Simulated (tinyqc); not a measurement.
Order-disorder in a binary alloy on two sublattices: Bragg-Williams and pair (quasi-chemical) approximations: one step, computed by the program tinyqc.

All z = 6 neighbours of a site lie on the other sublattice. B fills the sublattices with x + eta/2 and x - eta/2; energies are per site, from the pure components: u = -z w y with y the probability of an A-B bond taken in one order.

Problem. Critical temperatures. Bragg-Williams: k_B T_c = 2 z w x (1 - x). Pair approximation at x = 1/2: k_B T_c = w/ln(z/(z - 2)).

Inputs (values chosen for the exercise, for a model alloy): ordering energy w = (e_AA + e_BB)/2 - e_AB = 9.19 meV; fraction x of B = 0.5.

Lattice: simple cubic (z = 6).

Constants: k_B = 8.617333262e-05 eV/K.

Give: T_c, Bragg-Williams; T_c, pair approximation at x = 1/2.

Solution.

T_c, Bragg-Williams = 319.9 K

T_c, pair approximation at x = 1/2 = 263.0 K

At x = 1/2 the pair value is 0.822 of the Bragg-Williams one; the ratio tends to 1 as z grows.
